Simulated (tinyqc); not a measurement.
Sublattice potential against complex hopping: Haldane model. Computed by the program tinyqc. H_AA = delta - 2 t2 sum cos(k.b + phi), H_BB = -delta - 2 t2 sum cos(k.b - phi), H_AB = -t1 (1 + exp(-i k.a1) + exp(-i k.a2)), b = a1, a2 - a1, -a2, m = 3 sqrt3 t2 sin(phi); the sign of the Chern number follows the orientation k1 then k2.

Honeycomb lattice:

| parameter | value |
|---|---|
| t1 (eV) | 2.250000 |
| t2 (eV) | 0.310000 |
| phi (rad) | 1.760000 |

Gaps at the two valleys (eV) and Chern number of the lower band (12 x 12 mesh):

| delta | gap 2\|delta - m\| | gap 2\|delta + m\| | Chern number |
|---|---|---|---|
| -2.848 | 8.860 | 2.532 | 0 |
| -2.057 | 7.278 | 0.950 | 0 |
| -0.949 | 5.062 | 1.266 | -1 |
| 0.000 | 3.164 | 3.164 | -1 |
| 0.633 | 1.898 | 4.430 | -1 |
| 1.187 | 0.790 | 5.538 | -1 |
| 1.978 | 0.792 | 7.120 | 0 |
| 3.164 | 3.164 | 9.492 | 0 |

What does the comparison show, and why?

Here |m| = 1.5821 eV. For |delta| < |m| the two valleys have masses of opposite sign and the Chern number is +/-1; one gap closes at |delta| = |m|, and beyond it the band is trivial.
